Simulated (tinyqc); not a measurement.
Inside a calculation: coherent potential approximation for a binary alloy with a semi-elliptic band. Values are carried at full precision from step to step, so a last printed digit may differ when a step is redone from the rounded ones.

Site levels eA = -x d (share 1 - x) and eB = (1 - x) d (share x), so that their mean, the virtual crystal, is 0. Pure band: G0(z) = 2 (z - sqrt(z - W) sqrt(z + W))/W^2 with principal roots, density -Im G/pi per site. The medium has a self-energy S(z), G = G0(z - S), z = E + i eta. t_i = (e_i - S)/(1 - (e_i - S) G); the CPA demands <t> = (1 - x) tA + x tB = 0. Iteration: start at S = 0, set S(new) = S + <t>/(1 + <t> G), stop when |<t>| < 1e-9 eV.

Constants: hbar = 6.58211957e-16 eV s.

Values chosen for the exercise:
- W = 2.3 eV (half width of the pure band)
- x = 0.32 (fraction of B)
- d = 2.38 eV (eB - eA)
- eta = 0.046 eV (broadening)
- E = -1.83 eV (energy)

## First step: the average t-matrix

With S = 0 form G, tA, tB, <t> and the new S.

eA, eB (eV): -0.7616  1.6184

G = -0.66906-0.51013i 1/eV

tA, tB (eV): -0.9541-0.7558i  0.6715-0.2662i

<t> = -0.4339-0.5991i eV
S after one step = -0.5897-0.2358i eV

## The self-consistent medium

Iterate.

Iterations:

| i | S (eV) | G (1/eV) | \|<t>\| (eV) |
|---|---|---|---|
| 0 | 0.00000 | -0.66906-0.51013i | 0.740 |
| 1 | -0.58970-0.23584i | -0.40168-0.63650i | 0.104 |
| 2 | -0.48888-0.20135i | -0.44079-0.62216i | 0.0128 |
| 3 | -0.50051-0.20669i | -0.43586-0.62355i | 0.00160 |
| 4 | -0.49911-0.20591i | -0.43649-0.62342i | 0.000200 |
| 5 | -0.49927-0.20602i | -0.43641-0.62343i | 2.50e-05 |
| 6 | -0.49925-0.20600i | -0.43642-0.62343i | 3.11e-06 |
| 7 | -0.49926-0.20601i | -0.43642-0.62343i | 3.88e-07 |
| 8 | -0.49926-0.20601i | -0.43642-0.62343i | 4.85e-08 |
| 9 | -0.49926-0.20601i | -0.43642-0.62343i | 6.05e-09 |
| 10 | -0.49926-0.20601i | -0.43642-0.62343i | 7.54e-10 |

S = -0.49926-0.20601i eV
G = -0.43642-0.62343i 1/eV

Converged at i = 10. The first step gave -0.5897-0.2358i eV.

## Densities on A and B, and the lifetime

G_i = G/(1 - (e_i - S) G); densities -Im G_i/pi; their weighted sum must be -Im G/pi. Lifetime hbar/(2 |Im S|), which has a meaning only while |Im S| is small against W. Weak-scattering value of S: x (1 - x) d^2 G.

densities (1/eV): on A 0.2773, on B 0.0308, weighted sum 0.1984, medium 0.1984

lifetime = 1.60 fs
weak-scattering S = -0.5379-0.7684i eV

An A site carries the larger density here, by a factor 9.01; the weak-scattering value is 104 % from S.

## Checks

- Weighted sum of the partial densities against the density of the medium: both 0.19844.

Computed by tinyqc, a small Python program: `OMP_NUM_THREADS=1 python tinyqc.py 1450293 1450294 out.jsonl` (the numbers bound the seed that draws the inputs); one thread of a shared host (Intel(R) Xeon(R) Processor @ 2.30GHz), about 0.01 s for the whole set of steps.
